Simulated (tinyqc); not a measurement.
Growth of a silicide layer between metal and silicon: linear-parabolic kinetics, ramp anneals and Kissinger analysis. Inputs raised by 5 %, one at a time. Computed by tinyqc, a small Python program. Command: `OMP_NUM_THREADS=1 python tinyqc.py 3017703 3017704 out.jsonl silicide sens`. One thread of a shared host (Intel(R) Xeon(R) Processor @ 2.30GHz), about 0.1 s of CPU time with the checks.

One compound layer of thickness x grows by diffusion through itself and reaction at an interface, dx/dt = 1/(2x/K + 1/v), until the metal is used up at x = a h.

Inputs (values chosen for the exercise, modelled on CoSi2):
```
quantity,value,unit
metal thickness h,11,nm
silicide formed per metal thickness a,3.52,-
prefactor of the parabolic constant K,3.5e+14,nm^2/s
activation energy E of K,2.27,eV
prefactor of the interface velocity v,1e+14,nm/s
activation energy E_v,2.5,eV
temperature T,630,C
time t,530,s
```

Constants: k_B = 8.617333262e-05 eV/K.

Method:
- The silicide ends at the thickness a h.
- K = K0 exp(-E/(k_B T)), v = v0 exp(-E_v/(k_B T)).
- Temperatures in kelvin are T(C) + 273.15.
- x^2/K + x/v = t, so x = (K/(2v)) [sqrt(1 + 4 v^2 t/K) - 1], capped at a h; completion time t_c = (a h)^2/K + a h/v, a h being the final thickness; crossover thickness K/v.

Runs:
```
input moved,from,to,completion time (s),thickness at time t (nm),crossover thickness (nm)
base run,-,-,54.5,38.720,67.2
metal thickness h (nm),11,11.55,58.2,40.656,67.2
prefactor of the parabolic constant K (nm^2/s),3.5e+14,3.675e+14,53.5,38.720,70.6
activation energy E of K (eV),2.27,2.3835,120.1,38.720,15.6
prefactor of the interface velocity v (nm/s),1e+14,1.05e+14,52.8,38.720,64.0
activation energy E_v (eV),2.5,2.625,192.1,38.720,335.0
time t (s),530,556.5,54.5,38.720,67.2
```

Exponents ln(y'/y) / ln(x'/x):
```
input,completion time,thickness at time t,crossover thickness
metal thickness h,1.371,1,0.000
prefactor of the parabolic constant K,-0.360,0,1.000
activation energy E of K,16.213,0,-29.890
prefactor of the interface velocity v,-0.629,0,-1.000
activation energy E_v,25.837,0,32.919
time t,0.000,0,0.000
```

Among the inputs moved here: completion time answers most in size to activation energy E_v (exponent +25.837), next to activation energy E of K (+16.213); its exponent is below 0.0005 for time t. Thickness at time t answers most in size to metal thickness h (exponent +1.000); its exponent is below 0.0005 for prefactor of the parabolic constant K, activation energy E of K, prefactor of the interface velocity v, activation energy E_v, time t. Its exponent 0.000 in time t: the metal is used up. Crossover thickness answers most in size to activation energy E_v (exponent +32.919), next to activation energy E of K (-29.890); its exponent is below 0.0005 for metal thickness h, time t.

Caution (all rows): a disilicide really forms through metal-rich phases and by nucleation, not as one layer from the metal.

Extremes, crossings and ranges named in words are read from the listed rows.
